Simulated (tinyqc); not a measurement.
Random telegraph noise from one oxide trap in a small MOSFET: one step of the calculation.

An acceptor-like trap exchanges electrons with the channel. Inversion charge Q = Cox u, u = n Vt W0(exp((Vg - VT)/(n Vt))), W0 the Lambert function, n = nf, Cox = eps0 eox/tox; linear regime Id = (W/L) mu Q Vd. Relative to threshold the surface potential rises by Vt ln(u/u0) and the oxide voltage by the rest of Vg - VT, with u0 = n Vt W0(1).

Problem. Trap level, time constants and occupancy. N = Cox u/q; dpsi = Vt ln(u/u0); E = E0 - dpsi - (xt/tox)(Vg - VT - dpsi); capture time tc = 1/[(N/zi) vth s0 exp(-xt/lt - EB/Vt)]; emission time te = tc exp(-E/Vt); occupancy te/(tc + te).

Inputs (values chosen for the exercise); values of the order met in silicon transistors: temperature T = 350 K; relative permittivity of the gate insulator (close to silicon dioxide) eox = 3.9; insulator thickness tox = 2.9 nm; depth of the trap from the channel interface xt = 1 nm; trap level above the channel Fermi level at threshold E0 = 0.21 eV; capture prefactor s0 = 2e-15 cm^2; capture barrier (lattice relaxation) EB = 0.41 eV; tunnelling decay length lt = 0.16 nm; thermal velocity vth = 1.5e7 cm/s; thickness of the inversion layer zi = 1.7 nm; threshold voltage VT = 0.26 V; body factor nf = 1.17; gate voltage Vg = 0.76 V.

Constants: q = 1.602176634e-19 C, kB = 1.380649e-23 J/K, Vt = kB T/q, eps0 = 8.8541878128e-14 F/cm where lengths are in cm. Results are converted to the units shown.

Wanted: u; N; dpsi; E; tc; te; occupancy.

Solution.

u = 0.41318 V
N = 3.0707e12 cm^-2
dpsi = 0.091311 V
E = -0.022238 eV
tc = 7.6589e-4 s
te = 0.0016010 s
occupancy = 0.67641

The trap lies 0.74 Vt below the Fermi level, so it is filled most of the time.

Range of the model: VT is taken as given; short-channel effects and the uneven flow of current among few electrons are left out.

Numbers from tinyqc (`OMP_NUM_THREADS=1 python tinyqc.py 2710026 2710027 out.jsonl`; about 0.01 s on one thread of a shared Intel Xeon 2.30GHz).
